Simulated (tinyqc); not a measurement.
Position of the donor: hydrogenic donor in a hard-walled well (variational).

Trial function cos(pi z/L) exp(-r/lam), r measured from the donor at zi, walls at +/- L/2, one eps everywhere. Counted from the lowest subband, E(lam) = c/(m lam^2) - (q/eps) I0/I1, with I0 the integral of cos^2(pi z/L) exp(-2|z - zi|/lam) over the well and I1 the same with the factor (|z - zi| + lam/2); c = hbar^2/2m0, q = e^2/(4 pi eps0). The binding energy is -E at the minimum.

Constants: hbar^2/2m0 = 3.80998211 eV angstrom^2; e^2/(4 pi eps0) = 14.39964547 eV angstrom.

Values chosen for the exercise (out of a larger set: near those of InP; not measured data): m = 0.077 m0 (mass); eps = 12.8 (dielectric constant); L = 65 angstrom (well width).

Ry* = 6.3943 meV

Fixed width; zi from the centre to the wall.

Binding:

| 2 zi/L | zi (angstrom) | lam (angstrom) | binding (meV) | in Ry* |
|---|---|---|---|---|
| 0.0 | 0.0 | 66.6 | 15.82 | 2.474 |
| 0.2 | 6.5 | 68.3 | 15.28 | 2.389 |
| 0.4 | 13.0 | 73.4 | 13.86 | 2.167 |
| 0.6 | 19.5 | 82.0 | 12.08 | 1.889 |
| 0.8 | 26.0 | 92.9 | 10.44 | 1.633 |
| 0.9 | 29.2 | 98.5 | 9.76 | 1.526 |
| 1.0 | 32.5 | 103.9 | 9.17 | 1.434 |

Uniform doping spreads the level over 6.65 meV, from 15.82 at the centre to 9.17 at the wall, while lam grows by 56 %. The slope is flat at the centre, which gives a peak in the density of donor states there, and steepest between 2 zi/L = 0.4 and 0.6.

tinyqc: `OMP_NUM_THREADS=1 python tinyqc.py 1280612 1280613 out.jsonl`; about 0.03 s, one thread, shared Intel(R) Xeon(R) Processor @ 2.30GHz.
